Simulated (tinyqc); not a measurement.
A double barrier with mass mismatch, transfer matrices: resonance against the width of the second barrier.

One electron of energy E comes from the left lead (band edge 0); no transverse momentum. Parabolic bands, masses in units of m0, C = hbar^2/(2 m0); psi and psi'/m are continuous at every interface. Barrier d1, well Lw, barrier d2; the right lead equals the left one.

For the pair (psi, psi'/m) a flat layer has M = [[cos kd, (m/k) sin kd], [-(k/m) sin kd, cos kd]] with k = sqrt(m (E - U)/C) above its edge U, and M = [[cosh Kd, (m/K) sinh Kd], [(K/m) sinh Kd, cosh Kd]] with K = sqrt(m (U - E)/C) below it. The matrices are multiplied with later layers to the left. With M acting on (psi, psi'/m) and v = k/m in each lead, T(E) = 4 vL vR/[(vL vR M12 - M21)^2 + (vR M11 + vL M22)^2]. The lowest resonance is the first maximum of T(E); its width is the full width at half maximum, and tau = hbar/width.

Values chosen for this exercise; masses and offsets close to those of GaN wells and AlGaN barriers: mass in the left lead mL = 0.2 m0; barrier height U1 = 0.59 eV; barrier mass m1 = 0.27 m0; width of the first barrier d1 = 1.5 nm; well width (edge 0, mass mL) Lw = 2 nm.

Constants: q = 1.602176634e-19 C, hbar = 1.054571817e-34 J s, m0 = 9.1093837015e-31 kg, hbar^2/(2 m0) = 0.0380998212 eV nm^2. Results are converted to the units shown.

Results:
```
d2 (nm)	E_r (eV)	peak T(E)	width (meV)	tau (fs)
0.75	0.1656	0.2544	15.60	42.19
1.12	0.1670	0.6661	5.014	131.3
1.88	0.1676	0.6672	1.344	489.6
2.25	0.1676	0.2583	1.139	577.7
2.62	0.1676	0.07957	1.082	608.2
3	0.1676	0.02202	1.066	617.3
```

Estimate the missing row, d2 = 1.5 nm.

Computed row:
```
d2 (nm)	E_r (eV)	peak T(E)	width (meV)	tau (fs)
1.5	0.1675	1.000	2.119	310.7
```

With this row back in the table: The peak T(E) goes from 0.254 through a maximum of 1.00 (at d2 = 1.5 nm among the rows listed) to 0.0220, and the width falls from 15.6 to 1.07 meV; E_r stays between 0.1656 and 0.1676 eV. Equal barriers, d2 = d1 = 1.5 nm, give a peak of 1. Once d2 is the thicker barrier the electron leaves mainly through d1, so the width levels off. In 1 of the 7 rows a layer is thinner than 0.8 nm, a few atomic planes, where an effective mass is a rough description.

Range of the model: Masses are held fixed, although real bands cease to be parabolic a few tenths of an eV from their edges (inside a barrier too).

Computed by the program tinyqc: `OMP_NUM_THREADS=1 python tinyqc.py 2560042 2560043 out.jsonl`, one thread of a shared Intel Xeon 2.30GHz, about 0.06 s for the whole run.
